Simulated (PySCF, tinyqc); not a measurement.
Orbital energy against energy difference: ionisation energy by orbital energies and by energy differences in the 6-31g* basis, for H4, spin multiplicity 1. Computed by the program tinyqc with PySCF. 

Geometry (angstrom):
```
atom       x       y       z
H     0.0000  0.0000  0.0000
H     0.0000  0.0000  0.8000
H     0.0000  1.0610  0.0000
H     0.0000  1.0610  0.8000
```

CCSD(T) difference in the same basis = 10.4039 eV

IP-EOM-CCSD = 10.4292 eV

The cation is unrestricted; errors are against CCSD(T) in this basis, not against experiment.

First vertical ionisation energy (eV):
```
method     -e(HOMO)  E(cation) - E  error of -e(HOMO)  error of the difference
HF          10.1084       9.644491            -0.2955                  -0.7594
LDA          5.2540      10.167710            -5.1498                  -0.2361
PBE          5.3232      10.216764            -5.0807                  -0.1871
B3LYP        6.5453      10.416136            -3.8586                   0.0123
PBE0         6.7337      10.295193            -3.6702                  -0.1087
CAM-B3LYP    8.1830      10.375886            -2.2209                  -0.0280
LC-wPBE      9.6293      10.385476            -0.7745                  -0.0184
```

Koopmans errs by -0.30 eV and Delta-HF by -0.76 eV: relaxation, 0.46 eV, lowers the value and the missing correlation difference works against it. The PBE level is off by -5.1 eV through the wrong tail of its potential, though its energy difference is off by -0.19 eV; exact exchange deepens the level, and among the orbital energies HF comes closest; among the differences B3LYP does. The restricted reference is unstable here: a spin-polarised solution lies 0.0000 hartree lower (PySCF), so results built on it describe a poor reference.
